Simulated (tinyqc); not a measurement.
Worked calculation: donor level screened by free carriers (Yukawa potential). Values are carried at full precision from step to step, so a last printed digit may differ when a step is redone from the rounded ones.

Screening wave number: Debye ks^2 = 4 pi q n/(eps kB T); Thomas-Fermi ks^2 = 6 pi q n/(eps EF) with EF = c (3 pi^2 n/gv)^(2/3)/m, c = hbar^2/2m0; the two are joined by 1/ks^2 = sqrt(1/ks_D^4 + 1/ks_TF^4). 1e18/cm^3 = 1e-6/angstrom^3, q = e^2/(4 pi eps0).

Constants: e^2/(4 pi eps0) = 14.39964547 eV angstrom; kB = 8.617333262e-05 eV/K; hbar^2/2m0 = 3.80998211 eV angstrom^2; Ry = 13.60569312 eV; a0 (Bohr radius) = 0.5291772105 angstrom.

Inputs chosen for the exercise (near those of a donor in Si, with one mean mass; shifted at random, so the results belong to these values and not to a real crystal): m = 0.305 m0 (mass); eps = 11.9 (dielectric constant); gv = 6 (valleys); T = 300 K (temperature); n = 0.97 x 1e18/cm^3 (free-carrier density).

## Units and screening length

Give Ry* = Ry m/eps^2, a* = a0 eps/m, EF, the three values of ks, and x = ks a*.

Ry* = 29.304 meV
a* = 20.65 angstrom
EF = 3.55 meV

ks: Debye, Thomas-Fermi, joined (1/angstrom): 0.02389  0.07897  0.02384

x = 0.4921

EF/kB T = 0.14, so the Debye value, the smaller one, controls the screening.

## One-parameter trial function

Potential -(q/(eps r)) exp(-ks r), q = e^2/(4 pi eps0). In units Ry* = Ry m/eps^2 and a* = a0 eps/m the problem is [-Laplacian - 2 exp(-x r)/r] psi = E psi with x = ks a*.

For exp(-z r): E(z) = z^2 - 8 z^3/(2z + x)^2 in Ry*. Scan z = 0.5, 0.6, ..., 1.1, then minimise; first order gives -1 + 2x.

Scan (Ry*):
```
z,kinetic,potential,E
0.5,0.2500,-0.4491,-0.1991
0.6,0.3600,-0.6035,-0.2435
0.7,0.4900,-0.7664,-0.2764
0.8,0.6400,-0.9358,-0.2958
0.9,0.8100,-1.1100,-0.3000
1.0,1.0000,-1.2881,-0.2881
1.1,1.2100,-1.4692,-0.2592
```

best z = 0.877
E = -0.3005 Ry*
binding = 8.80 meV

First order in x would give -0.016 Ry*, a rigid shift by q ks/eps; it overstates the loss of binding by 0.285 Ry*.

## Converged levels

Converged values use 18 functions exp(-z r), z = 1.55^i, i = -11 to 6: S = 2/A^3, H = z_i z_j S - 2/(A + x)^2, A = z_i + z_j.

The 1s and 2s levels and the mean radius.

1s = -0.3035 Ry*
binding = 8.89 meV
<r> = 37.1 angstrom
second root = 0.0000 Ry*

The trial function misses by 0.0031 Ry*. Screening leaves 30 % of the bare binding, 0.34 kB T. 2s is no longer bound (it unbinds at x = 0.310).

## Checks

- 1s at x = 0.5 against the known -0.29623 Ry*: both -0.29623.
- 1s at x = 0 against -1: both -1.00000.

(tinyqc, `OMP_NUM_THREADS=1 python tinyqc.py 1281741 1281742 out.jsonl`, Intel(R) Xeon(R) Processor @ 2.30GHz, 1 thread, shared host, about 0.02 s.)
